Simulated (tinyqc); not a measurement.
# Domain walls in a thin film with perpendicular anisotropy: Bloch, Neel and chiral walls, motion and stripe domains, step by step

A worked calculation. Computed by tinyqc, a small Python program that keeps every step. Command: `OMP_NUM_THREADS=1 python tinyqc.py 3010542 3010543 out.jsonl mwall walk`. One thread of a shared host (Intel(R) Xeon(R) Processor @ 2.30GHz), about 0.01 s of CPU time with the checks. Intermediate numbers are printed to about 7 digits and carried at full precision; extremes and crossings named in words are read from the listed rows.

One-dimensional wall: polar angle theta(x), azimuth phi of the moment in the wall (phi = 0 Neel, 90 degrees Bloch). mu_0 = 1.25663706212e-6 T m/A, gamma = 1.76085963023e11 rad/(s T).

Inputs (values chosen for the exercise, for a model film): saturation magnetisation M_s = 1060 kA/m; exchange stiffness A = 17 pJ/m; uniaxial anisotropy K_u = 896 kJ/m^3; DMI constant D = 1 mJ/m^2; thickness t = 2.3 nm; damping alpha = 0.22; current density J = 0.41 1e12 A/m^2; spin Hall angle theta_SH = 0.15.

Drive: spin-orbit torque.

Constants: hbar = 1.054571817e-34 J s; e = 1.602176634e-19 C.

## Width and energy of the Bloch wall

K_eff = K_u - mu_0 M_s^2/2; Delta = sqrt(A/K_eff); sigma_0 = 4 sqrt(A K_eff); profile theta = 2 arctan exp(x/Delta); quality factor Q = 2 K_u/(mu_0 M_s^2).

K_eff = 190.0213 kJ/m^3

width parameter Delta = 9.458523 nm

sigma_0 = 7.189283 mJ/m^2

quality factor Q = 1.269160

## Bloch or Neel

sigma(phi) = sigma_0 + 2 Delta K_D cos^2(phi) - pi D cos(phi), with the wall shape anisotropy K_D = N_x mu_0 M_s^2/2, N_x = t ln 2/(pi Delta). The minimum has cos(phi) = D/D_N for D < D_N = 4 Delta K_D/pi and phi = 0 beyond; sigma turns negative at D_c = (sigma_0 + 2 Delta K_D)/pi.

K_D = 37.87666 kJ/m^3

D_N = 0.4561473 mJ/m^2

azimuth phi = 0 degrees

wall energy sigma = 4.764205 mJ/m^2

D_c = 2.516494 mJ/m^2

A pure chiral Neel wall. D is 0.40 of D_c.

## Velocity under current

Spin-orbit drive: B_SL = hbar theta_SH J/(2 e M_s t) acts as the field (pi/2) B_SL cos(phi). Steady state: v = (gamma Delta/alpha)(pi/2) B_SL cos(phi) = gamma Delta [B_D sin(phi) - (B_K/2) sin(2 phi)], B_K = 2 K_D/M_s, B_D = pi D/(2 M_s Delta); the root with phi between its rest value and 90 degrees; v saturates at v_D = gamma Delta B_D.

B_SL = 8.301894 mT

azimuth in motion = 31.72428 degrees

velocity = 83.97342 m/s

saturation velocity v_D = 260.9389 m/s

v is 32 % of v_D: still rising with current. Caution: pinning, heating and tilting of the wall are left out.

## Velocity against current

The formulas are those given above.

Steady motion:
```
J (1e12 A/m^2)  B_SL (mT)  phi (degrees)   v (m/s)  v at fixed rest phi (m/s)
0.02               0.4050        1.94265    4.8130                      4.816
0.05               1.0124        4.83487   11.9967                     12.040
0.10               2.0249        9.52198   23.7473                     24.079
0.20               4.0497       18.05066   45.7878                     48.158
0.50              10.1243       36.14624   97.2207                    120.395
1.00              20.2485       52.05560  148.0610                    240.790
2.00              40.4970       66.15780  194.6639                    481.580
5.00             101.2426       78.82383  233.3574                   1203.950
```

The linear law holds to 5 % in 4 of the eight rows; in the last row v is 89.4 % of v_D = pi gamma D/(2 M_s), which depends on neither alpha nor theta_SH.

## Stripe domains

Dipolar length l = sigma/(mu_0 M_s^2); for t much smaller than the period the domain width is w = 0.955 t exp(pi l/t) (Kaplan and Gehring), given as log10 of w in nm.

dipolar length l = 3.374185 nm

log10 of the domain width in nm = 2.343322

Equilibrium domains are about 220 nm wide.

## Raising D

The formulas are those given above.

Wall against D; the last column is the Kaplan-Gehring width, log10[0.955 t exp(pi sigma/(mu_0 M_s^2 t))/nm], with a dash where it falls below 10 Delta and the formula fails:
```
D (mJ/m^2)  phi (degrees)  sigma (mJ/m^2)  sigma/sigma_0  log10 domain width
0.091            78.49246        7.160767      0.9960335            3.350191
0.230            59.72021        7.007116      0.9746613            3.285638
0.360            37.88744        6.742991      0.9379225            3.174671
0.500             0.00000        6.335001      0.8811729            3.003262
1.000             0.00000        4.764205      0.6626815            2.343322
1.500             0.00000        3.193409      0.4441902                   -
2.000             0.00000        1.622612      0.2256988                   -
2.300             0.00000        0.680135      0.0946040                   -
```

D_N is 18 % of D_c, so a small D fixes the chirality long before it lowers the energy much. Beyond D_N sigma falls by pi per unit of D, and the domain width, which has sigma in an exponent, drops by 1.0 decades over the valid rows (values above 6 mean a single domain in any device).

Checks made by the program: sigma_0 against the integral over the profile (relative difference below 1e-10).
